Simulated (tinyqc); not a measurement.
Inside a calculation (part 1 of 2). Method: UHF in the sto-6g basis, for H4, spin multiplicity 1. Computed by tinyqc, a small Python program that keeps every step (integrals from PySCF). Settings: charge = 0, multiplicity = 1, basis = sto-6g, energy threshold = 1e-10, iteration cap = 61, orthogonalisation = canonical, start = Wolfsberg-Helmholz matrix, DIIS depth = 0, method = UHF, break = 0.2. Command: `OMP_NUM_THREADS=1 python tinyqc.py 25127 25128 out.jsonl` (the two numbers bound the seeds that draw the settings). One thread of a shared host (Intel(R) Xeon(R) Processor @ 2.60GHz), about 0.1 s of CPU time with the checks. Later iterations appear only in the table of the cycle.

## One-electron integrals

Geometry (angstrom):
```
atom         x         y         z
H     0.000000  0.000000  0.000000
H     0.000000  0.000000  0.906000
H     0.000000  0.000000  2.810000
H     0.000000  0.000000  3.716000
```

Basis sto-6g: exponents (1/bohr^2) and contraction coefficients of normalised primitives:
```
element  l (shell)   exponent  coefficient
H            s (1)  35.523221     0.009164
H            s (1)   6.513144     0.049361
H            s (1)   1.822143     0.168538
H            s (1)   0.625955     0.370563
H            s (1)   0.243077     0.416492
H            s (1)   0.100112     0.130334
```

Overlap, kinetic and nuclear-attraction integrals over the contracted functions; the nuclear repulsion is the sum of Za Zb / Rab.

nuclear repulsion = 1.96513447 hartree

overlap S, order 1H 1s, 2H 1s, 3H 1s, 4H 1s:
$$\begin{pmatrix}
1.000000 & 0.553532 & 0.030456 & 0.005690 \\
0.553532 & 1.000000 & 0.139642 & 0.030456 \\
0.030456 & 0.139642 & 1.000000 & 0.553532 \\
0.005690 & 0.030456 & 0.553532 & 1.000000
\end{pmatrix}$$

kinetic energy T (hartree), order 1H 1s, 2H 1s, 3H 1s, 4H 1s:
$$\begin{pmatrix}
0.768522 & 0.149147 & -0.007242 & -0.001999 \\
0.149147 & 0.768522 & -0.010412 & -0.007242 \\
-0.007242 & -0.010412 & 0.768522 & 0.149147 \\
-0.001999 & -0.007242 & 0.149147 & 0.768522
\end{pmatrix}$$

nuclear attraction V (hartree), order 1H 1s, 2H 1s, 3H 1s, 4H 1s:
$$\begin{pmatrix}
-2.128243 & -1.142154 & -0.051249 & -0.009294 \\
-1.142154 & -2.263565 & -0.240106 & -0.051249 \\
-0.051249 & -0.240106 & -2.263565 & -1.142154 \\
-0.009294 & -0.051249 & -1.142154 & -2.128243
\end{pmatrix}$$

core Hamiltonian H = T + V (hartree), order 1H 1s, 2H 1s, 3H 1s, 4H 1s:
$$\begin{pmatrix}
-1.359721 & -0.993007 & -0.058490 & -0.011292 \\
-0.993007 & -1.495043 & -0.250518 & -0.058490 \\
-0.058490 & -0.250518 & -1.495043 & -0.993007 \\
-0.011292 & -0.058490 & -0.993007 & -1.359721
\end{pmatrix}$$

## Two-electron integrals

Functions are numbered as in S; the eight-fold symmetry (ij|kl) = (ji|kl) = (kl|ij) leaves the list below.

Two-electron integrals (ij|kl) in chemists' order, unique and non-zero (hartree):
```
(11|11) 0.774999   (21|11) 0.354857   (21|21) 0.200777   (22|11) 0.509681
(22|21) 0.354857   (22|22) 0.774999   (31|11) 0.011590   (31|21) 0.007389
(31|22) 0.015246   (31|31) 0.000404   (32|11) 0.041083   (32|21) 0.028906
(32|22) 0.066656   (32|31) 0.001939   (32|32) 0.010107   (33|11) 0.188287
(33|21) 0.125016   (33|22) 0.276564   (33|31) 0.011590   (33|32) 0.066656
(33|33) 0.774999   (41|11) 0.001785   (41|21) 0.001150   (41|22) 0.002400
(41|31) 0.000069   (41|32) 0.000341   (41|33) 0.002400   (41|41) 0.000012
(42|11) 0.007468   (42|21) 0.005132   (42|22) 0.011590   (42|31) 0.000366
(42|32) 0.001939   (42|33) 0.015246   (42|41) 0.000069   (42|42) 0.000404
(43|11) 0.090114   (43|21) 0.058290   (43|22) 0.125016   (43|31) 0.005132
(43|32) 0.028906   (43|33) 0.354857   (43|41) 0.001150   (43|42) 0.007389
(43|43) 0.200777   (44|11) 0.142404   (44|21) 0.090114   (44|22) 0.188287
(44|31) 0.007468   (44|32) 0.041083   (44|33) 0.509681   (44|41) 0.001785
(44|42) 0.011590   (44|43) 0.354857   (44|44) 0.774999
```

## Orthogonalisation

S = U s U^T; canonical form X = U s^(-1/2), so that X^T S X = 1. Each column of U has its largest component positive (the first on a tie).

eigenvalues of S: [0.399988, 0.484849, 1.454680, 1.660483]

X, order 1H 1s, 2H 1s, 3H 1s, 4H 1s:
$$\begin{pmatrix}
-0.738673 & 0.757875 & 0.440098 & 0.365245 \\
0.839286 & -0.675924 & 0.387340 & 0.409528 \\
-0.839286 & -0.675924 & -0.387340 & 0.409528 \\
0.738673 & 0.757875 & -0.440098 & 0.365245
\end{pmatrix}$$

## Starting guess

The start is the generalised Wolfsberg-Helmholz matrix (K = 1.75) built on H, with HOMO and LUMO mixed by +/-0.2 rad for the two spins; D(s) = C_occ C_occ^T for each spin.

D(alpha) at the start, order 1H 1s, 2H 1s, 3H 1s, 4H 1s:
$$\begin{pmatrix}
0.414824 & 0.301350 & -0.157146 & -0.032885 \\
0.301350 & 0.277694 & 0.045182 & 0.074309 \\
-0.157146 & 0.045182 & 0.491499 & 0.278669 \\
-0.032885 & 0.074309 & 0.278669 & 0.166667
\end{pmatrix}$$

D(beta) at the start, order 1H 1s, 2H 1s, 3H 1s, 4H 1s:
$$\begin{pmatrix}
0.166667 & 0.278669 & 0.074309 & -0.032885 \\
0.278669 & 0.491499 & 0.045182 & -0.157146 \\
0.074309 & 0.045182 & 0.277694 & 0.301350 \\
-0.032885 & -0.157146 & 0.301350 & 0.414824
\end{pmatrix}$$

## Iteration 1: building the Fock matrix

J_ij = sum D_kl (ij|kl) with D = D(alpha) + D(beta), K_ij = sum D_kl (ik|jl) for each spin; F = H + J - K(s); E = tr D H + tr D J / 2 - 0.5 sum_s tr D(s) K(s) + E_nn.

Coulomb J (hartree), order 1H 1s, 2H 1s, 3H 1s, 4H 1s:
$$\begin{pmatrix}
1.590548 & 0.931388 & 0.046463 & 0.008475 \\
0.931388 & 1.778672 & 0.218526 & 0.046463 \\
0.046463 & 0.218526 & 1.778672 & 0.931388 \\
0.008475 & 0.046463 & 0.931388 & 1.590548
\end{pmatrix}$$

exchange K(alpha) (hartree), order 1H 1s, 2H 1s, 3H 1s, 4H 1s:
$$\begin{pmatrix}
0.588432 & 0.455657 & 0.012904 & 0.000481 \\
0.455657 & 0.516811 & 0.081684 & 0.043190 \\
0.012904 & 0.081684 & 0.622631 & 0.436447 \\
0.000481 & 0.043190 & 0.436447 & 0.427693
\end{pmatrix}$$

exchange K(beta) (hartree), order 1H 1s, 2H 1s, 3H 1s, 4H 1s:
$$\begin{pmatrix}
0.427693 & 0.436447 & 0.043190 & 0.000481 \\
0.436447 & 0.622631 & 0.081684 & 0.012904 \\
0.043190 & 0.081684 & 0.516811 & 0.455657 \\
0.000481 & 0.012904 & 0.455657 & 0.588432
\end{pmatrix}$$

F(alpha) (hartree), order 1H 1s, 2H 1s, 3H 1s, 4H 1s:
$$\begin{pmatrix}
-0.357605 & -0.517276 & -0.024932 & -0.003298 \\
-0.517276 & -0.233182 & -0.113676 & -0.055218 \\
-0.024932 & -0.113676 & -0.339002 & -0.498066 \\
-0.003298 & -0.055218 & -0.498066 & -0.196866
\end{pmatrix}$$

F(beta) (hartree), order 1H 1s, 2H 1s, 3H 1s, 4H 1s:
$$\begin{pmatrix}
-0.196866 & -0.498066 & -0.055218 & -0.003298 \\
-0.498066 & -0.339002 & -0.113676 & -0.024932 \\
-0.055218 & -0.113676 & -0.233182 & -0.517276 \\
-0.003298 & -0.024932 & -0.517276 & -0.357605
\end{pmatrix}$$

total energy of this density = -2.15194356 hartree

## Iteration 1: diagonalisation and new density

Diagonalise F' = X^T F X, C = X C', fill 2 alpha and 2 beta electrons from the bottom; D(s) = C_occ C_occ^T. Each column has its largest component positive (the first on a tie).

F' = X^T F X (alpha) (hartree):
$$\begin{pmatrix}
0.617721 & 0.004001 & -0.011849 & 0.061215 \\
0.004001 & 0.434816 & -0.099142 & -0.003546 \\
-0.011849 & -0.099142 & -0.476691 & -0.014058 \\
0.061215 & -0.003546 & -0.014058 & -0.536665
\end{pmatrix}$$

orbital energies (alpha) (hartree): MO1 -0.543288, MO2 -0.484101, MO3 0.445331, MO4 0.621240

coefficients C (alpha), order 1H 1s, 2H 1s, 3H 1s, 4H 1s:
$$\begin{pmatrix}
0.515787 & -0.398937 & 0.726414 & -0.703021 \\
0.429368 & -0.226234 & -0.738954 & 0.835121 \\
0.327395 & 0.560697 & -0.607805 & -0.829472 \\
0.234738 & 0.416534 & 0.777244 & 0.783832
\end{pmatrix}$$

F' = X^T F X (beta) (hartree):
$$\begin{pmatrix}
0.617721 & -0.004001 & -0.011849 & -0.061215 \\
-0.004001 & 0.434816 & 0.099142 & -0.003546 \\
-0.011849 & 0.099142 & -0.476691 & 0.014058 \\
-0.061215 & -0.003546 & 0.014058 & -0.536665
\end{pmatrix}$$

orbital energies (beta) (hartree): MO1 -0.543288, MO2 -0.484101, MO3 0.445331, MO4 0.621240

coefficients C (beta), order 1H 1s, 2H 1s, 3H 1s, 4H 1s:
$$\begin{pmatrix}
0.234738 & 0.416534 & 0.777244 & 0.783832 \\
0.327395 & 0.560697 & -0.607805 & -0.829472 \\
0.429368 & -0.226234 & -0.738954 & 0.835121 \\
0.515787 & -0.398937 & 0.726414 & -0.703021
\end{pmatrix}$$

D(alpha) after iteration 1, order 1H 1s, 2H 1s, 3H 1s, 4H 1s:
$$\begin{pmatrix}
0.425187 & 0.311716 & -0.054816 & -0.045096 \\
0.311716 & 0.235539 & 0.013724 & 0.006555 \\
-0.054816 & 0.013724 & 0.421568 & 0.310401 \\
-0.045096 & 0.006555 & 0.310401 & 0.228602
\end{pmatrix}$$

D(beta) after iteration 1, order 1H 1s, 2H 1s, 3H 1s, 4H 1s:
$$\begin{pmatrix}
0.228602 & 0.310401 & 0.006555 & -0.045096 \\
0.310401 & 0.421568 & 0.013724 & -0.054816 \\
0.006555 & 0.013724 & 0.235539 & 0.311716 \\
-0.045096 & -0.054816 & 0.311716 & 0.425187
\end{pmatrix}$$

## Iteration 2: building the Fock matrix

As before.

Coulomb J (hartree), order 1H 1s, 2H 1s, 3H 1s, 4H 1s:
$$\begin{pmatrix}
1.612169 & 0.928757 & 0.045693 & 0.008354 \\
0.928757 & 1.745024 & 0.213371 & 0.045693 \\
0.045693 & 0.213371 & 1.745024 & 0.928757 \\
0.008354 & 0.045693 & 0.928757 & 1.612169
\end{pmatrix}$$

exchange K(alpha) (hartree), order 1H 1s, 2H 1s, 3H 1s, 4H 1s:
$$\begin{pmatrix}
0.597041 & 0.454587 & 0.022050 & -0.000069 \\
0.454587 & 0.493046 & 0.071261 & 0.031147 \\
0.022050 & 0.071261 & 0.597145 & 0.452073 \\
-0.000069 & 0.031147 & 0.452073 & 0.482315
\end{pmatrix}$$

exchange K(beta) (hartree), order 1H 1s, 2H 1s, 3H 1s, 4H 1s:
$$\begin{pmatrix}
0.482315 & 0.452073 & 0.031147 & -0.000069 \\
0.452073 & 0.597145 & 0.071261 & 0.022050 \\
0.031147 & 0.071261 & 0.493046 & 0.454587 \\
-0.000069 & 0.022050 & 0.454587 & 0.597041
\end{pmatrix}$$

F(alpha) (hartree), order 1H 1s, 2H 1s, 3H 1s, 4H 1s:
$$\begin{pmatrix}
-0.344593 & -0.518837 & -0.034847 & -0.002869 \\
-0.518837 & -0.243065 & -0.108408 & -0.043944 \\
-0.034847 & -0.108408 & -0.347164 & -0.516324 \\
-0.002869 & -0.043944 & -0.516324 & -0.229866
\end{pmatrix}$$

F(beta) (hartree), order 1H 1s, 2H 1s, 3H 1s, 4H 1s:
$$\begin{pmatrix}
-0.229866 & -0.516324 & -0.043944 & -0.002869 \\
-0.516324 & -0.347164 & -0.108408 & -0.034847 \\
-0.043944 & -0.108408 & -0.243065 & -0.518837 \\
-0.002869 & -0.034847 & -0.518837 & -0.344593
\end{pmatrix}$$

total energy of this density = -2.18812176 hartree

## Iteration 2: diagonalisation and new density

As before.

F' = X^T F X (alpha) (hartree):
$$\begin{pmatrix}
0.612470 & 0.001074 & -0.016126 & 0.061182 \\
0.001074 & 0.439310 & -0.070887 & -0.007934 \\
-0.016126 & -0.070887 & -0.492237 & -0.002385 \\
0.061182 & -0.007934 & -0.002385 & -0.545998
\end{pmatrix}$$

orbital energies (alpha) (hartree): MO1 -0.549371, MO2 -0.497746, MO3 0.444715, MO4 0.615947

coefficients C (alpha), order 1H 1s, 2H 1s, 3H 1s, 4H 1s:
$$\begin{pmatrix}
0.429009 & 0.468208 & 0.727238 & -0.717607 \\
0.373282 & 0.332559 & -0.715387 & 0.846939 \\
0.429107 & -0.467107 & -0.639431 & -0.817206 \\
0.316480 & -0.384097 & 0.777902 & 0.770897
\end{pmatrix}$$

F' = X^T F X (beta) (hartree):
$$\begin{pmatrix}
0.612470 & -0.001074 & -0.016126 & -0.061182 \\
-0.001074 & 0.439310 & 0.070887 & -0.007934 \\
-0.016126 & 0.070887 & -0.492237 & 0.002385 \\
-0.061182 & -0.007934 & 0.002385 & -0.545998
\end{pmatrix}$$

orbital energies (beta) (hartree): MO1 -0.549371, MO2 -0.497746, MO3 0.444715, MO4 0.615947

coefficients C (beta), order 1H 1s, 2H 1s, 3H 1s, 4H 1s:
$$\begin{pmatrix}
0.316480 & -0.384097 & 0.777902 & 0.770897 \\
0.429107 & -0.467107 & -0.639431 & -0.817206 \\
0.373282 & 0.332559 & -0.715387 & 0.846939 \\
0.429009 & 0.468208 & 0.727238 & -0.717607
\end{pmatrix}$$

D(alpha) after iteration 2, order 1H 1s, 2H 1s, 3H 1s, 4H 1s:
$$\begin{pmatrix}
0.403267 & 0.315848 & -0.034612 & -0.044065 \\
0.315848 & 0.249935 & 0.004837 & -0.009599 \\
-0.034612 & 0.004837 & 0.402321 & 0.315218 \\
-0.044065 & -0.009599 & 0.315218 & 0.247690
\end{pmatrix}$$

D(beta) after iteration 2, order 1H 1s, 2H 1s, 3H 1s, 4H 1s:
$$\begin{pmatrix}
0.247690 & 0.315218 & -0.009599 & -0.044065 \\
0.315218 & 0.402321 & 0.004837 & -0.034612 \\
-0.009599 & 0.004837 & 0.249935 & 0.315848 \\
-0.044065 & -0.034612 & 0.315848 & 0.403267
\end{pmatrix}$$

## Iteration 3: building the Fock matrix

As before.

Coulomb J (hartree), order 1H 1s, 2H 1s, 3H 1s, 4H 1s:
$$\begin{pmatrix}
1.612850 & 0.928884 & 0.045671 & 0.008351 \\
0.928884 & 1.744392 & 0.213200 & 0.045671 \\
0.045671 & 0.213200 & 1.744392 & 0.928884 \\
0.008351 & 0.045671 & 0.928884 & 1.612850
\end{pmatrix}$$

exchange K(alpha) (hartree), order 1H 1s, 2H 1s, 3H 1s, 4H 1s:
$$\begin{pmatrix}
0.586173 & 0.455294 & 0.024077 & -0.000031 \\
0.455294 & 0.502186 & 0.069339 & 0.028319 \\
0.024077 & 0.069339 & 0.587992 & 0.454454 \\
-0.000031 & 0.028319 & 0.454454 & 0.496212
\end{pmatrix}$$

exchange K(beta) (hartree), order 1H 1s, 2H 1s, 3H 1s, 4H 1s:
$$\begin{pmatrix}
0.496212 & 0.454454 & 0.028319 & -0.000031 \\
0.454454 & 0.587992 & 0.069339 & 0.024077 \\
0.028319 & 0.069339 & 0.502186 & 0.455294 \\
-0.000031 & 0.024077 & 0.455294 & 0.586173
\end{pmatrix}$$

F(alpha) (hartree), order 1H 1s, 2H 1s, 3H 1s, 4H 1s:
$$\begin{pmatrix}
-0.333044 & -0.519417 & -0.036897 & -0.002910 \\
-0.519417 & -0.252837 & -0.106657 & -0.041139 \\
-0.036897 & -0.106657 & -0.338643 & -0.518577 \\
-0.002910 & -0.041139 & -0.518577 & -0.243083
\end{pmatrix}$$

F(beta) (hartree), order 1H 1s, 2H 1s, 3H 1s, 4H 1s:
$$\begin{pmatrix}
-0.243083 & -0.518577 & -0.041139 & -0.002910 \\
-0.518577 & -0.338643 & -0.106657 & -0.036897 \\
-0.041139 & -0.106657 & -0.252837 & -0.519417 \\
-0.002910 & -0.036897 & -0.519417 & -0.333044
\end{pmatrix}$$

total energy of this density = -2.19112435 hartree

## Iteration 3: diagonalisation and new density

As before.

F' = X^T F X (alpha) (hartree):
$$\begin{pmatrix}
0.612708 & 0.000150 & -0.017455 & 0.051177 \\
0.000150 & 0.441463 & -0.054975 & -0.009174 \\
-0.017455 & -0.054975 & -0.494481 & -0.000955 \\
0.051177 & -0.009174 & -0.000955 & -0.546476
\end{pmatrix}$$

orbital energies (alpha) (hartree): MO1 -0.548825, MO2 -0.497963, MO3 0.444762, MO4 0.615241

coefficients C (alpha), order 1H 1s, 2H 1s, 3H 1s, 4H 1s:
$$\begin{pmatrix}
0.410789 & 0.466451 & 0.730461 & -0.726089 \\
0.370816 & 0.355364 & -0.704618 & 0.847788 \\
0.433796 & -0.445183 & -0.652550 & -0.816597 \\
0.334078 & -0.387973 & 0.775766 & 0.763648
\end{pmatrix}$$

F' = X^T F X (beta) (hartree):
$$\begin{pmatrix}
0.612708 & -0.000150 & -0.017455 & -0.051177 \\
-0.000150 & 0.441463 & 0.054975 & -0.009174 \\
-0.017455 & 0.054975 & -0.494481 & 0.000955 \\
-0.051177 & -0.009174 & 0.000955 & -0.546476
\end{pmatrix}$$

orbital energies (beta) (hartree): MO1 -0.548825, MO2 -0.497963, MO3 0.444762, MO4 0.615241

coefficients C (beta), order 1H 1s, 2H 1s, 3H 1s, 4H 1s:
$$\begin{pmatrix}
0.334078 & -0.387973 & 0.775766 & 0.763648 \\
0.433796 & -0.445183 & -0.652550 & -0.816597 \\
0.370816 & 0.355364 & -0.704618 & 0.847788 \\
0.410789 & 0.466451 & 0.730461 & -0.726089
\end{pmatrix}$$

D(alpha) after iteration 3, order 1H 1s, 2H 1s, 3H 1s, 4H 1s:
$$\begin{pmatrix}
0.386324 & 0.318087 & -0.029458 & -0.043735 \\
0.318087 & 0.263788 & 0.002656 & -0.013991 \\
-0.029458 & 0.002656 & 0.386367 & 0.317641 \\
-0.043735 & -0.013991 & 0.317641 & 0.262131
\end{pmatrix}$$

D(beta) after iteration 3, order 1H 1s, 2H 1s, 3H 1s, 4H 1s:
$$\begin{pmatrix}
0.262131 & 0.317641 & -0.013991 & -0.043735 \\
0.317641 & 0.386367 & 0.002656 & -0.029458 \\
-0.013991 & 0.002656 & 0.263788 & 0.318087 \\
-0.043735 & -0.029458 & 0.318087 & 0.386324
\end{pmatrix}$$

## Iteration 4: building the Fock matrix

As before.

Coulomb J (hartree), order 1H 1s, 2H 1s, 3H 1s, 4H 1s:
$$\begin{pmatrix}
1.612911 & 0.928947 & 0.045668 & 0.008351 \\
0.928947 & 1.744374 & 0.213171 & 0.045668 \\
0.045668 & 0.213171 & 1.744374 & 0.928947 \\
0.008351 & 0.045668 & 0.928947 & 1.612911
\end{pmatrix}$$

exchange K(alpha) (hartree), order 1H 1s, 2H 1s, 3H 1s, 4H 1s:
$$\begin{pmatrix}
0.577485 & 0.455884 & 0.024708 & -0.000018 \\
0.455884 & 0.510872 & 0.068878 & 0.027527 \\
0.024708 & 0.068878 & 0.579967 & 0.455398 \\
-0.000018 & 0.027527 & 0.455398 & 0.505805
\end{pmatrix}$$

exchange K(beta) (hartree), order 1H 1s, 2H 1s, 3H 1s, 4H 1s:
$$\begin{pmatrix}
0.505805 & 0.455398 & 0.027527 & -0.000018 \\
0.455398 & 0.579967 & 0.068878 & 0.024708 \\
0.027527 & 0.068878 & 0.510872 & 0.455884 \\
-0.000018 & 0.024708 & 0.455884 & 0.577485
\end{pmatrix}$$

F(alpha) (hartree), order 1H 1s, 2H 1s, 3H 1s, 4H 1s:
$$\begin{pmatrix}
-0.324295 & -0.519944 & -0.037530 & -0.002923 \\
-0.519944 & -0.261541 & -0.106224 & -0.040349 \\
-0.037530 & -0.106224 & -0.330636 & -0.519458 \\
-0.002923 & -0.040349 & -0.519458 & -0.252615
\end{pmatrix}$$

F(beta) (hartree), order 1H 1s, 2H 1s, 3H 1s, 4H 1s:
$$\begin{pmatrix}
-0.252615 & -0.519458 & -0.040349 & -0.002923 \\
-0.519458 & -0.330636 & -0.106224 & -0.037530 \\
-0.040349 & -0.106224 & -0.261541 & -0.519944 \\
-0.002923 & -0.037530 & -0.519944 & -0.324295
\end{pmatrix}$$

total energy of this density = -2.19240539 hartree

## Iteration 4: diagonalisation and new density

As before.

F' = X^T F X (alpha) (hartree):
$$\begin{pmatrix}
0.613132 & -0.000006 & -0.017847 & 0.041369 \\
-0.000006 & 0.442359 & -0.043662 & -0.009525 \\
-0.017847 & -0.043662 & -0.495395 & -0.000609 \\
0.041369 & -0.009525 & -0.000609 & -0.546930
\end{pmatrix}$$

orbital energies (alpha) (hartree): MO1 -0.548498, MO2 -0.497707, MO3 0.444477, MO4 0.614893

coefficients C (alpha), order 1H 1s, 2H 1s, 3H 1s, 4H 1s:
$$\begin{pmatrix}
0.402118 & 0.459819 & 0.734936 & -0.730643 \\
0.375735 & 0.366154 & -0.699174 & 0.845535 \\
0.429297 & -0.434978 & -0.659076 & -0.819229 \\
0.342929 & -0.395166 & 0.772044 & 0.759799
\end{pmatrix}$$

F' = X^T F X (beta) (hartree):
$$\begin{pmatrix}
0.613132 & 0.000006 & -0.017847 & -0.041369 \\
0.000006 & 0.442359 & 0.043662 & -0.009525 \\
-0.017847 & 0.043662 & -0.495395 & 0.000609 \\
-0.041369 & -0.009525 & 0.000609 & -0.546930
\end{pmatrix}$$

orbital energies (beta) (hartree): MO1 -0.548498, MO2 -0.497707, MO3 0.444477, MO4 0.614893

coefficients C (beta), order 1H 1s, 2H 1s, 3H 1s, 4H 1s:
$$\begin{pmatrix}
0.342929 & -0.395166 & 0.772044 & 0.759799 \\
0.429297 & -0.434978 & -0.659076 & -0.819229 \\
0.375735 & 0.366154 & -0.699174 & 0.845535 \\
0.402118 & 0.459819 & 0.734936 & -0.730643
\end{pmatrix}$$

D(alpha) after iteration 4, order 1H 1s, 2H 1s, 3H 1s, 4H 1s:
$$\begin{pmatrix}
0.373132 & 0.319454 & -0.027383 & -0.043807 \\
0.319454 & 0.275246 & 0.002033 & -0.015841 \\
-0.027383 & 0.002033 & 0.373501 & 0.319107 \\
-0.043807 & -0.015841 & 0.319107 & 0.273756
\end{pmatrix}$$

D(beta) after iteration 4, order 1H 1s, 2H 1s, 3H 1s, 4H 1s:
$$\begin{pmatrix}
0.273756 & 0.319107 & -0.015841 & -0.043807 \\
0.319107 & 0.373501 & 0.002033 & -0.027383 \\
-0.015841 & 0.002033 & 0.275246 & 0.319454 \\
-0.043807 & -0.027383 & 0.319454 & 0.373132
\end{pmatrix}$$
